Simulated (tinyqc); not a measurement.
# Stacked nanosheet transistor, parasitic resistance, capacitance and delay: effects of single changes

Ns sheets share one contact on top; each has perimeter p = 2 (Ws + ts) and cross-section A = Ws ts; contact width Wc = Ws + 10 nm, stack height Hs = Ns pv. Sheet 1 is the top one. Contact length Lc = CPP - Lg - 2 Lsp, shared by two neighbouring gates. Source and drain sides are equal. The formulas are first-order estimates, not field solutions.

Values chosen for this exercise; values close to those of silicon logic devices:

| symbol | value | unit | meaning |
|---|---|---|---|
| T | 300 | K | temperature |
| Ns | 5 |  | number of sheets |
| Ws | 12 | nm | sheet width |
| ts | 5 | nm | sheet thickness |
| pv | 14 | nm | vertical pitch of the sheets |
| rv | 106 | ohm | vertical resistance between sheet levels |
| CPP | 70 | nm | contacted gate pitch |
| Lg | 18 | nm | gate length |
| Lsp | 4 | nm | spacer length |
| ks | 4.5 |  | relative permittivity of the spacer |
| Hc | 20 | nm | gate height above the channel stack |
| rc | 3.4e-9 | ohm cm^2 | contact resistivity |
| re | 0.00058 | ohm cm | resistivity of the source-drain epitaxy |
| te | 20 | nm | current-carrying depth of the epitaxy |
| rx | 0.0013 | ohm cm | resistivity of the extension |
| Lov | 2 | nm | gate overlap |
| Cinv | 2.6 | uF/cm^2 | inversion capacitance |
| vx | 1.1e7 | cm/s | injection velocity |
| mu | 220 | cm^2/(V s) | apparent mobility |
| VT | 0.24 | V | threshold at zero drain voltage |
| dl | 0.061 | V/V | barrier lowering |
| n | 1.13 |  | subthreshold factor |
| Cw | 0.14 | fF | wire load |
| Vdd | 0.75 | V | supply voltage |

Constants: q = 1.602176634e-19 C, kB = 1.380649e-23 J/K, eps0 = 8.8541878128e-12 F/m, Vt = kB T/q. Results are converted to the units shown.

Each table varies one quantity; the others keep the values above.

## Effect of the contact resistivity

Epitaxy sheet resistance Rsh = re/te, transfer length LT = sqrt(rc/Rsh), contact Rc = [sqrt(rc Rsh)/Wc] coth(Lc/(2 LT)); extension of one sheet Rx = rx Lsp/A. With N sheets: gate Cg = Cinv p N Lg; per side, plate Cp = ks eps0 [Wc (Hs + Hc) - N A]/Lsp, top fringe Cf = (2/pi) ks eps0 Wc ln(1 + Lg/(2 Lsp)), overlap Co = Cinv p N Lov. One sheet: I = p Q vx u/(1 + |u|^1.8)^(1/1.8), Q = Cinv n Vt ln(1 + exp((Vg' - VT + dl Vd')/(n Vt))), u = Vd' mu/(vx Lg), Vg' = Vgs - v, Vd' = Vds - 2 v, with the drop on each side v_j = Rc sum I + rv (sum over levels k = 2..j of the current of sheets k..Ns) + Rx I_j. Ieff = [I(Vgs = Vdd, Vds = Vdd/2) + I(Vdd/2, Vdd)]/2, total currents. With Cs = Cp + Cf + Co, the load of an inverter of two such devices driving an equal one is CL = 2 (Cg + 2 Cs) + 4 Cs + Cw (own drains counted twice for the Miller effect); delay CL Vdd/(2 Ieff).

The same in every row: Rx/N (ohm) = 173.3; CL (aF) = 509.0.

Result of one run:

| rc (ohm cm^2) | Rc (ohm) | Ieff (uA) | delay (ps) |
|---|---|---|---|
| 1e-10 | 77.49 | 135.2 | 1.412 |

What becomes of these results when the contact resistivity rc is changed from 1e-10 to 2e-8 ohm cm^2, all else the same?

Result of the changed run:

| rc (ohm cm^2) | Rc (ohm) | Ieff (uA) | delay (ps) |
|---|---|---|---|
| 2e-8 | 4228 | 32.43 | 5.886 |

The whole series:

| rc (ohm cm^2) | Rc (ohm) | Ieff (uA) | delay (ps) |
|---|---|---|---|
| 1e-10 | 77.49 | 135.2 | 1.412 |
| 2.1e-10 | 113.5 | 132.5 | 1.441 |
| 4.5e-10 | 174.1 | 128.1 | 1.490 |
| 9.7e-10 | 288.9 | 120.1 | 1.589 |
| 2.1e-9 | 526.5 | 105.3 | 1.813 |
| 4.4e-9 | 1004 | 82.39 | 2.317 |
| 9.4e-9 | 2038 | 54.94 | 3.474 |
| 2e-8 | 4228 | 32.43 | 5.886 |

As rc goes from 1e-10 to 2e-8 ohm cm^2, Ieff falls from 135 to 32.4 uA, CL stays at 509 aF and the delay rises from 1.41 to 5.89 ps. Rc goes as rc^(0.51) at the start and rc^(0.97) at the end (1/2 for a long contact, 1 for a short one). For rc = 1e-10 to 2.1e-10 ohm cm^2 rc lies near or below the quantum limit of metal-silicon contacts.

## Effect of the wire load

Same model as above.

The same in every row: Rc (ohm) = 796.6; Rx/N (ohm) = 173.3; Ieff (uA) = 91.25.

Effect of the wire load:

| Cw (fF) | CL (aF) | delay (ps) |
|---|---|---|
| 0.02 | 389.0 | 1.599 |
| 0.043 | 412.0 | 1.693 |
| 0.093 | 462.0 | 1.899 |
| 0.2 | 569.0 | 2.338 |
| 0.43 | 799.0 | 3.283 |
| 0.93 | 1299 | 5.338 |
| 2 | 2369 | 9.735 |

What does the table show?

As Cw goes from 0.02 to 2 fF, Ieff stays at 91.3 uA, CL rises from 389 to 2370 aF and the delay rises from 1.60 to 9.74 ps.

## Effect of the number of sheets

Same model as above.

The same in every row: Rc (ohm) = 796.6.

Effect of the number of sheets:

| Ns | Rx/N (ohm) | Ieff (uA) | CL (aF) | delay (ps) |
|---|---|---|---|---|
| 1 | 866.7 | 27.70 | 246.1 | 3.331 |
| 2 | 433.3 | 50.38 | 311.8 | 2.321 |
| 3 | 288.9 | 68.21 | 377.5 | 2.076 |
| 4 | 216.7 | 81.57 | 443.2 | 2.038 |
| 5 | 173.3 | 91.25 | 509.0 | 2.092 |
| 6 | 144.4 | 98.18 | 574.7 | 2.195 |

Read the table: what changes, and by how much?

As Ns goes from 1 to 6, Ieff rises from 27.7 to 98.2 uA, CL rises from 246 to 575 aF and the delay goes from 3.33 through a minimum of 2.04 (at Ns = 4 among the rows listed) to 2.20 ps. From the first row to the last Ieff grows by a factor of 3.54 and CL by 2.34; the first step changes the delay by -30 %, the last by 4.9 %.

Computed by the program tinyqc: `OMP_NUM_THREADS=1 python tinyqc.py 2170121 2170122 out.jsonl`, one thread of a shared Intel Xeon 2.30GHz, about 0.1 s for the whole run.
